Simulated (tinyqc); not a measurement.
# Schottky barrier on an n-type semiconductor, non-linear Poisson equation by Newton steps: what changes with what

One dimension, metal at x = 0, donor density C(x) = Nd, uniform. Energies are counted from the electron Fermi level of the semiconductor and the conduction-band edge is Ec = -psi, so n = Nc exp(psi/Vt); holes follow the Fermi level of the metal, at -V, so p = Nv exp((V - psi - Eg)/Vt). Ends: psi(0) = V - phiB and psi = Vt ln(Nd/Nc) deep inside. Boltzmann statistics, full ionisation, no current, no image force in the Poisson equation.

Values chosen for this exercise; band and dielectric values close to those of cadmium telluride:
```
symbol,value,unit,meaning
T,300,K,temperature
Eg,1.49,eV,band gap
eps_r,10,,relative permittivity
Nc,7.87e17,cm^-3,conduction-band density of states at T
Nv,1.77e19,cm^-3,valence-band density of states at T
Nd,2.3e16,cm^-3,donor density deep in the semiconductor
phiB,0.69,eV,barrier height
V,0,V,bias of the metal against the semiconductor
```

Constants: q = 1.602176634e-19 C, kB = 1.380649e-23 J/K, Vt = kB T/q, eps0 = 8.8541878128e-14 F/cm where lengths are in cm. Results are converted to the units shown.

Each table varies one quantity; the others keep the values above.

## Capacitance-voltage profiling

The Poisson equation d/dx(eps0 eps_r dpsi/dx) = -q (p - n + C) is solved on a mesh of about 1000 nodes or more that ends in neutral material. C_s = q d/dV of the integral of n over x, from the linearised equation. Probed depth w = eps0 eps_r/C_s; apparent doping N_app = C_s^3/(q eps0 eps_r dC_s/dV), the derivative by central differences over +/- 0.02 V.

The same in every row: true C(w) (cm^-3) = 2.300e16.

Capacitance-voltage profiling:
```
V (V)  C_s (nF/cm^2)  w (nm)  N_app (cm^-3)  |E_0| (kV/cm)
0              53.37   165.9       2.298e16          69.05
-0.71          35.66   248.3       2.300e16          103.3
-1.43          28.54   310.2       2.300e16          129.1
-2.14          24.52   361.1       2.300e16          150.3
-2.86          21.80   406.2       2.300e16          169.0
-3.57          19.84   446.2       2.300e16          185.7
-4.29          18.32   483.4       2.300e16          201.2
-5             17.11   517.5       2.300e16          215.4
```

Read the table: what changes, and by how much?

C_s falls from 53.4 to 17.1 nF/cm^2 while the probed depth goes from 166 to 517 nm. The apparent doping stays near 2.30e16 cm^-3. It departs most from the true doping at that depth for V = 0 V, where it is 0.076 % below it; so the doping is read well over the depths probed.

## Effect of the donor density deep in the semiconductor

First integral for uniform doping: E_0^2 = (2 q/(eps0 eps_r)) [Nd (U - Vt + Vt exp(-U/Vt)) + Vt p_0], U = Vbi - V, Vbi = phiB - Vt ln(Nc/Nd), p_0 = Nv exp((phiB - Eg)/Vt) (deep holes neglected). Image-force lowering dphi = sqrt(q E_0/(4 pi eps0 eps_r)), at x_m = sqrt(q/(16 pi eps0 eps_r E_0)). W = sqrt(2 eps0 eps_r U/(q Nd)).

Effect of the donor density deep in the semiconductor:
```
Nd (cm^-3)  Vbi (V)  W (nm)  E_0 (kV/cm)  dphi (mV)  exp(dphi/Vt)     p_0/Nd
1e15         0.5176   756.4        13.34      13.86         1.709  6.435e-10
2.1e15       0.5368   531.5        19.71      16.85         1.919  3.064e-10
4.2e15       0.5547   382.1        28.35      20.21         2.185  1.532e-10
8.7e15       0.5735   269.9        41.53      24.45         2.575  7.397e-11
1.8e16       0.5923   190.7        60.75      29.58         3.139  3.575e-11
3.7e16       0.6110   135.1        88.51      35.70         3.979  1.739e-11
7.6e16       0.6296   95.69        128.9      43.08         5.292  8.467e-12
1.6e17       0.6488   66.95        189.9      52.30         7.560  4.022e-12
```

What does the comparison show?

As Nd goes from 1e15 to 1.6e17, the surface field rises from 13.3 to 190 kV/cm, the lowering rises from 13.9 to 52.3 mV and W falls from 756 to 66.9 nm. Over the table the lowering goes as Nd^(0.26); the depletion formulas give 1/4 at fixed Vbi.

Numbers from tinyqc (`OMP_NUM_THREADS=1 python tinyqc.py 2020054 2020055 out.jsonl`; about 0.04 s on one thread of a shared Intel Xeon 2.30GHz).
